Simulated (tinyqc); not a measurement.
Comparisons within one model: carrier statistics of a doped semiconductor with parabolic bands. A value that a table varies takes the place of the one given here.

Eg(T) = Eg0 - al T^2/(T + be); m_de = Mv^(2/3) (ml mt^2)^(1/3); m_dh = (mhh^(3/2) + mlh^(3/2))^(2/3); Nc and Nv from N = 2 (m kB T/(4 pi c))^(3/2) with c = hbar^2/2m0, in 1/angstrom^3; times 1e24 for 1/cm^3.

Energies are counted from Ev, so Ec = Eg. n = Nc F_1/2((EF - Eg)/kT), p = Nv F_1/2(-EF/kT), ND+ = ND/(1 + 2 exp((EF - Eg + ED)/kT)), NA- = NA/(1 + 4 exp((EA - EF)/kT)); neutrality asks p + ND+ = n + NA-. F_j(eta) = (1/Gamma(j + 1)) integral_0^infinity x^j dx/(1 + exp(x - eta)), which tends to exp(eta) for eta << 0.

Constants: hbar^2/2m0 = 3.80998211 eV angstrom^2; kB = 8.617333262e-05 eV/K.

Parameters, chosen for this exercise (near those of GaP; shifted at random, so the results belong to these values and not to a real crystal): Eg0 = 2.359 eV (gap at 0 K); al = 0.000576 eV/K (Varshni alpha); be = 365 K (Varshni beta); ml = 1.99 m0 (longitudinal electron mass); mt = 0.257 m0 (transverse electron mass); Mv = 3 (equivalent valleys); mhh = 0.781 m0 (heavy-hole mass); mlh = 0.141 m0 (light-hole mass); ND = 3.5e+14 1/cm^3 (donors); NA = 9e+14 1/cm^3 (acceptors); ED = 0.0883 eV (donor level below Ec); EA = 0.0539 eV (acceptor level above Ev); T = 300 K.

## Temperature

Neutrality solved at each temperature; ni = sqrt(Nc Nv) exp(-Eg/2kT).

Carriers (1/cm^3):

| T (K) | EF (eV) | n | p | majority / \|ND - NA\| | ni | Eg (eV) |
|---|---|---|---|---|---|---|
| 30 | 0.0563 | <1e-99 | 2.04e+08 | 3.71e-07 | <1e-99 | 2.3577 |
| 50 | 0.0580 | <1e-99 | 1.82e+12 | 0.00332 | <1e-99 | 2.3555 |
| 77 | 0.0645 | <1e-99 | 1.46e+14 | 0.266 | 3.31e-59 | 2.3513 |
| 120 | 0.0949 | 2.95e-76 | 4.87e+14 | 0.885 | 3.79e-31 | 2.3419 |
| 200 | 0.1694 | 1.06e-35 | 5.46e+14 | 0.992 | 7.60e-11 | 2.3182 |
| 300 | 0.2697 | 4.44e-15 | 5.49e+14 | 0.998 | 1.56 | 2.2810 |
| 450 | 0.4281 | 0.476 | 5.50e+14 | 1.00 | 1.62e+07 | 2.2159 |
| 600 | 0.5931 | 7.24e+06 | 5.50e+14 | 1.00 | 6.31e+10 | 2.1441 |
| 800 | 0.8203 | 2.37e+12 | 5.52e+14 | 1.00 | 3.62e+13 | 2.0426 |
| 1000 | 0.9390 | 1.55e+15 | 2.10e+15 | 3.82 | 1.81e+15 | 1.9370 |

Ionisation is incomplete: the majority density is below 90 % of the net doping at 30, 50, 77 and 120 K, down to a share of 3.7e-07. It is within 10 % of the net doping at 200, 300, 450, 600 and 800 K. At 1000 K thermal pairs lift it more than 10 % above the net doping; ni has reached 1.81e+15 1/cm^3 at 1000 K against a net doping of 5.50e+14. EF goes from 0.056 eV to 0.939 eV, where midgap is 0.969 eV and the intrinsic level (Boltzmann) 0.952 eV.

## Doping level

Only acceptors are present (ND = 0); eta is the distance of EF beyond the valence edge in units of kT.

Neutral state:

| NA (1/cm^3) | EF (eV) | majority (1/cm^3) | ionised share | eta |
|---|---|---|---|---|
| 1.0e+14 | 0.3137 | 1.00e+14 | 1.000 | -12.14 |
| 1.0e+15 | 0.2543 | 9.98e+14 | 0.998 | -9.84 |
| 1.0e+16 | 0.1951 | 9.83e+15 | 0.983 | -7.55 |
| 1.0e+17 | 0.1387 | 8.69e+16 | 0.869 | -5.37 |
| 1.0e+18 | 0.0921 | 5.23e+17 | 0.523 | -3.56 |
| 3.0e+18 | 0.0738 | 1.05e+18 | 0.351 | -2.86 |
| 1.0e+19 | 0.0555 | 2.10e+18 | 0.210 | -2.15 |
| 3.0e+19 | 0.0395 | 3.76e+18 | 0.125 | -1.53 |

The impurity level lies at 0.0539 eV. The ionised share falls from 1.000 to 0.125 as EF passes through it between 1e+19 and 3e+19 1/cm^3 (share 1/5 there); it is below one half from 3e+18 1/cm^3 on. Over the last two rows the doping grows threefold and the majority density by a factor 1.79. EF comes within 3 kT of the majority band edge from 3e+18 1/cm^3 on. Above roughly 2e+19 1/cm^3 (N^(1/3) a = 0.26, with the radius a = sqrt(c/(m E)) from the ionisation energy E and the mass mhh) the levels merge with the band and real ionisation is complete; sharp levels then overstate freeze-out.

## What each input does

Neutrality solved anew for each case. Each row changes one parameter from the base and keeps the others.

Results:

| case | EF (eV) | n (1/cm^3) | p (1/cm^3) |
|---|---|---|---|
| base | 0.2697 | 4.44e-15 | 5.49e+14 |
| T = 340 K | 0.3112 | 3.65e-10 | 5.49e+14 |
| ND = 7e+14 1/cm^3 | 0.2959 | 1.22e-14 | 2.00e+14 |
| NA = 4.5e+14 1/cm^3 | 0.3138 | 2.44e-14 | 9.99e+13 |
| Eg0 = 2.409 eV | 0.2697 | 6.41e-16 | 5.49e+14 |
| mt = 0.3084 m0 | 0.2697 | 5.32e-15 | 5.49e+14 |
| mhh = 0.9372 m0 | 0.2763 | 5.73e-15 | 5.49e+14 |
| EA = 0.0809 eV | 0.2698 | 4.45e-15 | 5.48e+14 |

The largest shifts from the base row, up to three for each result and ties (the steps differ in size, so this ranks the rows, not the parameters). EF (eV): NA +0.0441, T +0.0414, ND +0.0262; unchanged at the printed digits by Eg0 and mt. n (1/cm^3): T +3.65e-10, NA +1.99e-14, ND +7.77e-15. p (1/cm^3): NA -4.49e+14, ND -3.49e+14, EA -1.56e+12; unchanged at the printed digits by T, Eg0, mt and mhh.

(tinyqc, `OMP_NUM_THREADS=1 python tinyqc.py 1651609 1651610 out.jsonl`, Intel(R) Xeon(R) Processor @ 2.30GHz, 1 thread, shared host, about 0.01 s.)
